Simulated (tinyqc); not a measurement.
Lossy package transmission line with skin effect: two steps of the calculation.

A uniform line in a homogeneous dielectric: c = sqrt(er)/(c0 Z0), l = Z0 sqrt(er)/c0 (c0 = 299792458 m/s), g = w c td, w = 2 pi f. The resistance joins its limits as r = sqrt(r_dc^2 + r_hf^2), with r_dc = rho/(wd th), r_hf = kr rho/(2 delta (wd + th)), delta = sqrt(rho/(pi f mu0)), mu0 = 4 pi 1e-7 H/m; this is an interpolation, and internal inductance, up to 0.05 nH/mm at low frequency, is neglected.

Parameters, values chosen for the exercise:
- wd = 18 um (width of the strip)
- th = 16 um (thickness of the strip)
- rho = 2.2 uohm cm (resistivity)
- er = 3.9 (relative permittivity)
- td = 0.01 (loss tangent)
- Z0 = 60 ohm (lossless impedance sqrt(l/c))
- kr = 1.5 (factor for crowding and the return path)
- len = 23 mm (length)
- f = 3.6 GHz (frequency)

Question 1. Line constants. delta, r_dc, r_hf, r, l, c and g as defined.

Wanted: delta; r_dc; r_hf; r; l; c; g.

Answer 1.

delta = 1.244 um
r_dc = 0.07639 ohm/mm
r_hf = 0.3901 ohm/mm
r = 0.3975 ohm/mm
l = 0.3952 nH/mm
c = 109.8 pF/m
g = 0.02483 S/m

r is 5.20 times r_dc; the skin depth is 0.0778 of the thickness.

Question 2. Propagation constant and impedance. gamma = sqrt((r + i w l)(g + i w c)) = alpha + i beta, Zc = sqrt((r + i w l)/(g + i w c)), roots with positive real part; loss 8.685889638 alpha in dB; phase velocity w/beta.

r = 0.39746375 ohm/mm
l = 0.39524178 nH/mm
c = 109.78938 pF/m
g = 0.024833774 S/m

Find: gamma len; Zc; loss; phase velocity over c0; r/(w l).

Answer 2.

gamma len = 0.0933+3.4276i
Zc = 60.019-1.033i ohm
loss = 0.035235 dB/mm
phase velocity over c0 = 0.50629
r/(w l) = 0.044458

Computed by the program tinyqc: `OMP_NUM_THREADS=1 python tinyqc.py 2810212 2810213 out.jsonl`, one thread of a shared Intel Xeon 2.30GHz, about 0.01 s for the whole run.
